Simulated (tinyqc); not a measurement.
## Undoped gate-all-around wire MOSFET, analytic charge model: effect of the wire radius

An undoped round wire of radius R under an insulator shell and a surrounding gate; long channel, electrons only, n = ni exp((psi - V)/Vt) with V the quasi-Fermi potential (0 at the source, Vd at the drain), constant mobility, no quantisation. The radial Poisson equation gives n(r) = n(0)/(1 - (1 - b) r^2/R^2)^2 with b = Q0/(Q + Q0). Q is the electron charge per area of the wire surface.

ni = sqrt(Nc Nv) exp(-Eg/(2 Vt)), Eg in volts; Cox = eps0 eox/(R ln(1 + tox/R)); Q0 = 4 eps0 eps_r Vt/R; V0 = dphi + Vt ln[8 eps0 eps_r Vt/(q ni R^2)]. Q solves Vg - V0 - V = Q/Cox + Vt ln(Q/Q0) + Vt ln(1 + Q/Q0). I = mu (2 pi R/L)[2 Vt (Qs - Qd) + (Qs^2 - Qd^2)/(2 Cox) + Vt Q0 ln((Qd + Q0)/(Qs + Q0))], with Qs at V = 0 and Qd at V = Vd.  I(low) is taken at Vg = 0.12 V, Qs and I(high) at Vg = 0.87 V.

Values chosen for this exercise; material values close to those of germanium: temperature T = 300 K; band gap Eg = 0.66 eV; relative permittivity of the semiconductor eps_r = 16.2; conduction-band density of states at T Nc = 1.06e19 cm^-3; valence-band density of states at T Nv = 5.9e18 cm^-3; relative permittivity of the gate insulator eox = 4.05; insulator thickness tox = 3.9 nm; gate work function less that of the intrinsic body dphi = 0.02 V; channel mobility mu = 370 cm^2/(V s); gate length L = 0.1 um; drain voltage Vd = 1 V.

Constants: q = 1.602176634e-19 C, kB = 1.380649e-23 J/K, Vt = kB T/q, eps0 = 8.8541878128e-14 F/cm where lengths are in cm. Results are converted to the units shown.

Results:
```
R (nm)   V0 (V)  I(low) (nA)  Qs(high) (nC/cm^2)  I(high) (uA)
1       0.43152    0.0052092              983.67        5.7135
1.4     0.41412     0.010210              858.12        7.1432
2       0.39568     0.020834              755.26        9.1907
2.7     0.38016     0.037966              688.01        11.507
3.8     0.36249     0.075188              628.54        15.075
7.5     0.32734      0.29267              550.19        26.885
```

Estimate the missing row, R = 5.4 nm.

Computed row:
```
R (nm)   V0 (V)  I(low) (nA)  Qs(high) (nC/cm^2)  I(high) (uA)
5.4     0.34433      0.15179              582.47        20.199
```

With this row back in the table: As R goes from 1 to 7.5 nm, I(low) rises from 0.00521 to 0.293 nA and I(high) rises from 5.71 to 26.9 uA. On average I(low) goes as R^(2.00) and I(high) goes as R^(0.77). Below threshold the charge is proportional to the cross-section of the body; above it the insulator sets the charge. In every row the surface density at the source at the higher gate voltage passes 0.3 Nc, where Boltzmann statistics fail. In every row mu V/L at the higher gate voltage, with V the smaller of Vd and Vg - V0, passes 3e6 cm/s, so velocity saturation would lower the current. For R = 1 to 5.4 nm the body is thin enough for quantum confinement, left out here, to raise the threshold.

Computed by the program tinyqc: `OMP_NUM_THREADS=1 python tinyqc.py 2460040 2460041 out.jsonl`, one thread of a shared Intel Xeon 2.30GHz, about 0.02 s for the whole run.
